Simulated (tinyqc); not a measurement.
What moves the results: pi bands of a honeycomb layer in tight binding. A value that a table varies takes the place of the one given here.

Lattice vectors a (1,0) and a (1/2, sqrt3/2); f = exp(i ky a/sqrt3) + 2 cos(kx a/2) exp(-i ky a/(2 sqrt3)), w = |f|. H = [[D - t2 F, -t f], [., -D - t2 F]] with F = w^2 - 3, S = [[1, s0 f], [., 1]]; the levels solve det(H - E S) = 0. K = (4 pi/3a, 0), M = (pi/a, pi/(sqrt3 a)); w = 3, 1, 0 at Gamma, M, K.

Parameters, chosen for this exercise (of the size used for hexagonal BN; the results hold for these values, not for the real material): a = 2.5 angstrom (lattice constant); t = 2.49 eV (nearest hopping); t2 = 0.22 eV (second-neighbour hopping); s0 = 0.127 (overlap of neighbours); D = 2.87 eV (+D on A, -D on B).

## How far the cone holds

Upper and lower levels at distance q from K towards Gamma (-x) and towards M (+x), measured from 3 t2; cone: sqrt(D^2 + (hbar v q)^2), hbar v = (sqrt3/2) a (t + 3 t2 s0).

Levels (eV):

| q (1/angstrom) | cone | upper, to Gamma | lower, to Gamma | upper, to M | lower, to M |
|---|---|---|---|---|---|
| 0.02 | 2.8722 | 2.8724 | -2.8720 | 2.8724 | -2.8720 |
| 0.05 | 2.8835 | 2.8855 | -2.8829 | 2.8845 | -2.8820 |
| 0.10 | 2.9236 | 2.9337 | -2.9230 | 2.9252 | -2.9159 |
| 0.15 | 2.9892 | 3.0159 | -2.9911 | 2.9878 | -2.9679 |
| 0.20 | 3.0788 | 3.1319 | -3.0866 | 3.0675 | -3.0337 |
| 0.30 | 3.3214 | 3.4597 | -3.3529 | 3.2593 | -3.1907 |
| 0.40 | 3.6339 | 3.8974 | -3.7005 | 3.4661 | -3.3581 |
| 0.60 | 4.4063 | 5.0024 | -4.5379 | 3.8200 | -3.6397 |

At q = 0.2 the upper band lies +53 meV from the cone towards Gamma and -11 meV towards M; half their difference, 32 meV, is the trigonal warping, steeper towards Gamma, and their mean, +21 meV, comes from the bending of the band and from t2 or the overlap. All four values stay within 5 % of the cone up to q = 0.3. The electron-hole asymmetry, upper plus lower towards Gamma, is +45 meV at q = 0.2.

## What each parameter does

Gap at K, difference at M, and the two levels at Gamma, from (e - E)^2 - D^2 - (t + s0 E)^2 w^2 = 0, e = -t2 (w^2 - 3). Each row changes one parameter from the base and keeps the others.

Results:

| case | gap at K (eV) | difference at M (eV) | lower at Gamma (eV) | upper at Gamma (eV) |
|---|---|---|---|---|
| base | 5.7400 | 7.7634 | -6.9361 | 10.5065 |
| t = 2.6145 eV | 5.7400 | 7.9344 | -7.1792 | 11.0826 |
| t2 = 0.27 eV | 5.7400 | 7.7807 | -7.1622 | 10.0307 |
| s0 = 0.157 | 5.7400 | 7.8305 | -6.5577 | 12.2078 |
| D = 2.97 eV | 5.9400 | 7.9149 | -6.9752 | 10.5456 |
| a = 2.55 angstrom | 5.7400 | 7.7634 | -6.9361 | 10.5065 |

The largest shifts from the base row, up to three for each result and ties (the steps differ in size, so this ranks the rows, not the parameters). gap at K (eV): D +0.2000; unchanged at the printed digits by t, t2, s0 and a. difference at M (eV): t +0.1710, D +0.1514, s0 +0.0671; unchanged at the printed digits by a. lower at Gamma (eV): s0 +0.3784, t -0.2432, t2 -0.2261; unchanged at the printed digits by a. upper at Gamma (eV): s0 +1.7013, t +0.5761, t2 -0.4758; unchanged at the printed digits by a. At points fixed by symmetry a drops out; the gap at K is 2D whatever the hoppings.

Run: tinyqc, `OMP_NUM_THREADS=1 python tinyqc.py 1481917 1481918 out.jsonl`; Intel(R) Xeon(R) Processor @ 2.30GHz, one thread, shared host; about 0.01 s of CPU time with all checks.
